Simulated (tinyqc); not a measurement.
# Worked calculation: energy and delay of logic against supply voltage

Computed by the program tinyqc: `OMP_NUM_THREADS=1 python tinyqc.py 2082089 2082090 out.jsonl`, one thread of a shared Intel Xeon 2.30GHz, about 0.01 s for the whole run. Printed values are rounded.

One expression serves below and above threshold: I(Vg) = Ik [ln(1 + exp((Vg - VT + dd V)/(al nf Vt)))]^al, with I_on = I(V) and I_off = I(0). Gate delay td = kd C V/I_on, clock period LD td. Per gate and cycle the switching energy is act C V^2 and the leakage energy I_off V LD td. No short-circuit current, no variation. Minima are sought above 0.09 V; below a few Vt gates no longer switch and the model has no meaning.

Parameters, values chosen for the exercise; values of the order met in logic technologies: temperature T = 358 K; threshold voltage at zero drain bias VT = 0.37 V; slope factor nf = 1.36; barrier lowering per volt of supply dd = 0.03; specific current of a gate Ik = 2.5 uA; exponent of the current law al = 1.61; load capacitance of a gate C = 0.65 fF; delay factor kd = 1; logic depth LD = 60; activity factor act = 0.1; supply voltage V = 0.44 V.

Constants: q = 1.602176634e-19 C, kB = 1.380649e-23 J/K, Vt = kB T/q. Results are converted to the units shown.

## Currents, delay and energies

I_on, I_off, td, clock frequency 1/(LD td), both energies and their sum.

I_on = 4.73918 uA
I_off = 0.504509 nA
td = 60.3480 ps
clock frequency = 0.276176 GHz
switching energy = 12.5840 aJ
leakage energy = 0.803778 aJ
energy = 13.3878 aJ

I_on/I_off = 9390; leakage makes up 6.00 % of the energy.

## Starting value

V = 0.28 V.

V at the start = 0.28 V

## Iteration 1: new V

Minimum-energy supply: E(V) is the energy per gate and cycle; with h = 0.001 V, E' = (E(V + h) - E(V - h))/(2 h), E'' = (E(V - h) - 2 E(V) + E(V + h))/h^2, V(new) = V - E'/E''.

E' = -29.2141 aJ/V
E'' = 1083.16 aJ/V^2
V after iteration 1 = 0.306971 V

## Iteration 2: new V

As before.

E' = -4.05942 aJ/V
E'' = 794.059 aJ/V^2
V after iteration 2 = 0.312083 V

## Iteration 3: new V

As before.

E' = -0.120134 aJ/V
E'' = 747.484 aJ/V^2
V after iteration 3 = 0.312244 V

## Course of the iteration

Stop when the step is below 1e-9 V, or after 40 iterations.

Course of the iteration:
```
iteration  V before the step (V)   step (V)
1                           0.28     0.0270
2                       0.306971    5.11e-3
3                       0.312083    1.61e-4
4                       0.312244    1.51e-7
5                       0.312244  -1.56e-12
```

Converged in 5 iterations. There leakage makes up 32.8 % of the energy and the clock runs at 46.5 MHz.
